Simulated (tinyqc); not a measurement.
# Capillary instabilities by surface diffusion: grooving and agglomeration of films, edge retraction, wire break-up and smoothing of roughness, step by step

A worked calculation. Computed by tinyqc, a small Python program that keeps every step. Command: `OMP_NUM_THREADS=1 python tinyqc.py 3004086 3004087 out.jsonl dewet walk`. One thread of a shared host (Intel(R) Xeon(R) Processor @ 2.30GHz), about 0.01 s of CPU time with the checks. Intermediate numbers are printed to about 6 digits and carried at full precision; extremes and crossings named in words are read from the listed rows.

Isotropic surface energy; shapes change by surface diffusion alone.

Inputs (values chosen for the exercise, of the order of those of a gold film):

| quantity | value | unit |
|---|---|---|
| surface energy gamma_s | 1.44 | J/m^2 |
| grain-boundary energy gamma_b | 0.44 | J/m^2 |
| contact angle on the substrate theta | 110 | degrees |
| atomic volume Omega | 17 | angstrom^3 |
| surface sites nu | 10 | 1/nm^2 |
| prefactor D0 | 1.7e-06 | m^2/s |
| activation energy Q | 0.901 | eV |
| temperature T | 505 | K |
| time t | 200 | s |
| film thickness h | 4.6 | nm |
| grain radius R | 17 | nm |
| wire radius r | 12 | nm |
| initial ripple over radius | 0.02 | - |
| roughness wavelength lambda | 31 | nm |

Grooves: at the surface only.

Constants: k_B = 8.617333262e-05 eV/K; k_B = 1.380649e-23 J/K.

## The Mullins constant

B = D_s nu gamma_s Omega^2/(k_B T), D_s = D0 exp(-Q/(k_B T)).

D_s = 1.73255e-15 m^2/s

B = 1034.12 nm^4/s

length (B t)^(1/4) = 21.3256 nm

Lengths grow as t^(1/4): doubling one takes 16 times as long, or roughly 83 K more.

## Will grooves cut through?

Groove angle beta: sin(beta) = gamma_b/(2 gamma). For circular grains of radius R with spherical caps the groove ends (measured from the mean surface) at the depth R g(beta), g = (2 - 3 cos beta + cos^3 beta)/(3 sin^3 beta). The film parts if R g(beta_s) > h.

beta_s = 8.78794 degrees

sum of g = 0.0384956

critical R/h = 25.9770

final depth over h = 0.142266

The grooves stop short by this estimate; triple junctions groove deeper and may still open.

## Groove growth in time

Mullins' isolated groove: depth below the flat surface d = 0.780 m (B t)^(1/4), m = tan(beta_s), width between the ridges 4.6 (B t)^(1/4); time to reach h: (h/(0.780 m))^4/B.

groove depth = 2.57148 nm

groove width = 98.0976 nm

time to reach the substrate = 2047.98 s

Caution: the grooves of neighbouring boundaries overlap, so the depth levels off at its final value. Caution: the grains are too small for the surface groove ever to reach the depth h.

## Retraction of a straight edge

A rim shaped as a circular segment with contact angle theta holds the area h x; its radius r obeys r^2 (theta - sin theta cos theta) = h x. To advance, the edge must carry a strip of the rim height H = r (1 - cos theta) over the rim, driven by the curvature 1/r over the distance r theta (the scaling argument of Brandon and Bradshaw): H dx/dt = B/(theta r^2) gives x^(5/2) = (5/2) B t c^(3/2)/(theta (1 - cos theta) h^(3/2)), c = theta - sin theta cos theta.

retraction x = 85.8312 nm

rim height H = 17.8121 nm

present speed = 0.171662 nm/s

The rim is 3.9 times the film thickness. x goes as t^(2/5) h^(-3/5): thin films retract faster.

## Break-up of a free wire

A wire with r + A cos(k z) has dA/dt = (B/r^4) (kr)^2 [1 - (kr)^2] A: unstable for wavelengths above 2 pi r, fastest at kr = 1/sqrt 2 with the rate B/(4 r^4); break-up time about (4 r^4/B) ln(r/A0); each wavelength makes a sphere of radius (3 r^2 lambda_m/4)^(1/3).

fastest wavelength = 106.629 nm

break-up time = 313.772 s

radius of the spheres = 22.5822 nm

t over the break-up time = 0.637405

The wire survives t. Caution: faceting can stabilise wires along low-index directions.

## Smoothing against break-up

Roughness of wavelength lambda on a flat face decays as exp[-B (2 pi/lambda)^4 t]; the smoothing time is that for a factor e^3.

Times (s); the last column is (h/(0.780 tan beta_s))^4/B:

| T (K) | B (nm^4/s) | smoothing | wire break-up | groove to depth h |
|---|---|---|---|---|
| 429 | 3.10785e+01 | 5.71991e+01 | 1.04406e+04 | 6.81457e+04 |
| 454 | 1.12388e+02 | 1.58172e+01 | 2.88713e+03 | 1.88442e+04 |
| 480 | 3.70085e+02 | 4.80339e+00 | 8.76769e+02 | 5.72265e+03 |
| 505 | 1.03412e+03 | 1.71900e+00 | 3.13772e+02 | 2.04798e+03 |
| 530 | 2.61654e+03 | 6.79393e-01 | 1.24011e+02 | 8.09414e+02 |
| 556 | 6.27440e+03 | 2.83319e-01 | 5.17147e+01 | 3.37540e+02 |
| 606 | 2.71655e+04 | 6.54381e-02 | 1.19445e+01 | 7.79615e+01 |

All times share 1/B, so their ratios do not depend on T: break-up over smoothing is 180. An anneal can smooth this roughness well before the wire breaks. Smoothing is safe for lambda well below 2 pi r, above which a ripple along the wire grows instead. B spans 2.9 decades over these rows.

Checks made by the program: g against the volume of a spherical cap (relative difference below 1e-10).
